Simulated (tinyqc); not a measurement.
Charge pumping in an n-channel transistor: two steps of the calculation.

The gate is pulsed from accumulation to inversion and back. Energies E are counted from the intrinsic level; Dit(E) = D0 [1 + b (2 E/Eg)^2]. During each edge the traps near the bands emit their carriers, and those between Eh and Ee recombine once a cycle.

Parameters, values chosen for the exercise; band and dielectric values close to those of silicon: temperature T = 300 K; band gap Eg = 1.1 eV; conduction-band density of states at 300 K Nc = 2.77e19 cm^-3; valence-band density of states at 300 K Nv = 2.62e19 cm^-3; gate area A = 0.29 um^2; trap density at midgap D0 = 2.4e11 cm^-2 eV^-1; rise of the trap density towards the band edges b = 3.9; cross-section for electrons sn = 3.4e-15 cm^2; cross-section for holes sp = 1.1e-15 cm^2; thermal velocity at 300 K, one nominal value for electrons and holes vth = 1.6e7 cm/s; Vth - Vfb dV = 0.58 V; pulse height Va = 2 V; frequency f = 2.2e5 Hz; rise time tr = 100 ns; fall time tf = 310 ns.

Constants: q = 1.602176634e-19 C, kB = 1.380649e-23 J/K, Vt = kB T/q. Results are converted to the units shown.

Problem 1. Emission levels. ni = sqrt(Nc Nv) exp(-Eg/(2 Vt)), Eg in volts; emission times te = (dV/Va) tf and th = (dV/Va) tr; Ee = -Vt ln(vth sn ni te), Eh = +Vt ln(vth sp ni th).

Give: ni; te; th; Ee; Eh.

Solution 1.

ni = 1.552e10 cm^-3
te = 89.90 ns
th = 29.00 ns
Ee = 0.2452 eV
Eh = -0.3037 eV

The window covers 49.9 % of the gap.

Problem 2. Pumped charge and current. Nit = integral of Dit from Eh to Ee = D0 [Ee - Eh + 4 b (Ee^3 - Eh^3)/(3 Eg^2)], Qcp = q A Nit, Icp = f Qcp.

Ee = 0.24523962 eV
Eh = -0.30366171 eV

Wanted: Nit; mean Dit; traps pumped a cycle; Icp.

Solution 2.

Nit = 1.7583e11 cm^-2
mean Dit = 3.2033e11 cm^-2 eV^-1
traps pumped a cycle = 509.90
Icp = 17.973 pA

Range of the model: The Fermi levels of inversion and accumulation are taken to lie beyond Ee and Eh, the flat tops to fill all traps, and no geometric current is added.

Program tinyqc, `OMP_NUM_THREADS=1 python tinyqc.py 2030153 2030154 out.jsonl`; Intel Xeon 2.30GHz, shared host, one thread, about 0.01 s.
